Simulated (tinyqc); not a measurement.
Five-level k.p model folded onto the conduction band: one step. Mass and g factor term by term. Four cases, with inputs chosen for the exercise.

Problem. Evaluate at E = Eg.

Second-order sums for the lowest conduction level at E: 1/m = 1 + Cm + (Ep/3)(2/E + 1/(E + Dso)) - (Ep2/3)(2/(E7 + D2 - E) + 1/(E7 - E)); g/2 = 1 + Cg - (Ep/3)(1/E - 1/(E + Dso)) - (Ep2/3)(1/(E7 - E) - 1/(E7 + D2 - E)). E is counted from the top of the valence band; E = Eg at the edge.

Give: Terms; m; g.

Case 1.

Values chosen (near those of InSb; not measured data): Eg = 0.235 eV (gap at Gamma to the s-like level); Dso = 0.805 eV (spin-orbit splitting); Ep = 23.4 eV (Kane energy); E7 = 3.18 eV (upper Gamma7 conduction level, from the valence top); D2 = 0.31 eV (its spin-orbit splitting, Gamma8 above Gamma7); Ep2 = 5.1 eV (Kane energy to the upper levels); Cm = -1 (remote term in 1/m); Cg = 0 (remote term in g/2).

Solution.

Terms:
```
level,part of 1/m,part of g
free + remote,0.0000,2.0000
Gamma8 valence,66.3830,-66.3830
Gamma7 valence,7.5000,15.0000
Gamma8 upper,-1.0445,1.0445
Gamma7 upper,-0.5772,-1.1545
```

m = 0.0138 m0
g = -49.493

The valence levels give 73.88 to 1/m and the upper levels take 1.62 away. In g the two valence terms nearly cancel when Dso is small against Eg; here Dso/Eg = 3.43 and they leave -51.383, the upper pair -0.110.

Case 2.

Values chosen (near those of InAs; not measured data): Eg = 0.42 eV (gap at Gamma to the s-like level); Dso = 0.39 eV (spin-orbit splitting); Ep = 21.4 eV (Kane energy); E7 = 4.55 eV (upper Gamma7 conduction level, from the valence top); D2 = 0.15 eV (its spin-orbit splitting, Gamma8 above Gamma7); Ep2 = 4.2 eV (Kane energy to the upper levels); Cm = -1 (remote term in 1/m); Cg = -0.02 (remote term in g/2).

Solution.

Terms:
```
level,part of 1/m,part of g
free + remote,0.0000,1.9600
Gamma8 valence,33.9683,-33.9683
Gamma7 valence,8.8066,17.6132
Gamma8 upper,-0.6542,0.6542
Gamma7 upper,-0.3390,-0.6780
```

m = 0.0239 m0
g = -14.419

The valence levels give 42.77 to 1/m and the upper levels take 0.99 away. In g the two valence terms nearly cancel when Dso is small against Eg; here Dso/Eg = 0.93 and they leave -16.355, the upper pair -0.024.

Case 3.

Values chosen (near those of InP; not measured data): Eg = 1.436 eV (gap at Gamma to the s-like level); Dso = 0.105 eV (spin-orbit splitting); Ep = 20.6 eV (Kane energy); E7 = 4.82 eV (upper Gamma7 conduction level, from the valence top); D2 = 0.08 eV (its spin-orbit splitting, Gamma8 above Gamma7); Ep2 = 5.6 eV (Kane energy to the upper levels); Cm = -0.9 (remote term in 1/m); Cg = -0.02 (remote term in g/2).

Solution.

Terms:
```
level,part of 1/m,part of g
free + remote,0.1000,1.9600
Gamma8 valence,9.5636,-9.5636
Gamma7 valence,4.4560,8.9120
Gamma8 upper,-1.0778,1.0778
Gamma7 upper,-0.5516,-1.1032
```

m = 0.0801 m0
g = 1.283

The valence levels give 14.02 to 1/m and the upper levels take 1.63 away. In g the two valence terms nearly cancel when Dso is small against Eg; here Dso/Eg = 0.07 and they leave -0.652, the upper pair -0.025.

Case 4.

Values chosen (near those of GaSb; not measured data): Eg = 0.788 eV (gap at Gamma to the s-like level); Dso = 0.743 eV (spin-orbit splitting); Ep = 27.5 eV (Kane energy); E7 = 3.24 eV (upper Gamma7 conduction level, from the valence top); D2 = 0.36 eV (its spin-orbit splitting, Gamma8 above Gamma7); Ep2 = 5.6 eV (Kane energy to the upper levels); Cm = -2.7 (remote term in 1/m); Cg = -0.02 (remote term in g/2).

Solution.

Terms:
```
level,part of 1/m,part of g
free + remote,-1.7000,1.9600
Gamma8 valence,23.2657,-23.2657
Gamma7 valence,5.9874,11.9747
Gamma8 upper,-1.3276,1.3276
Gamma7 upper,-0.7613,-1.5226
```

m = 0.0393 m0
g = -9.526

The valence levels give 29.25 to 1/m and the upper levels take 2.09 away. In g the two valence terms nearly cancel when Dso is small against Eg; here Dso/Eg = 0.94 and they leave -11.291, the upper pair -0.195.

Computed by tinyqc, one run a case: `OMP_NUM_THREADS=1 python tinyqc.py N N+1 out.jsonl` with N = 1051057, 1051106, 1080012, 1080426; one thread of a shared Intel(R) Xeon(R) Processor @ 2.30GHz, about 0.01 s a run at most.
